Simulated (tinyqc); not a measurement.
Lifetime from the storage time.

Problem. In the charge-control model of a long diode dQ/dt = -Ir - Q/tau after the current is switched from If to -Ir, with Q(0) = If tau; the storage time ends at Q = 0. Find tau, the stored charge and the share of it that leaves through the terminals.

forward and reverse current (mA): 2.4  14
storage time = 112.33904 ns

Solution. Integrating gives ts = tau ln(1 + If/Ir). The extracted charge is Ir ts; the rest recombines.

tau = 710 ns
stored charge = 1.70 nC
share extracted = 92.3 %

Program tinyqc, `OMP_NUM_THREADS=1 python tinyqc.py 2230071 2230072 out.jsonl`; Intel Xeon 2.30GHz, shared host, one thread, about 0.01 s.
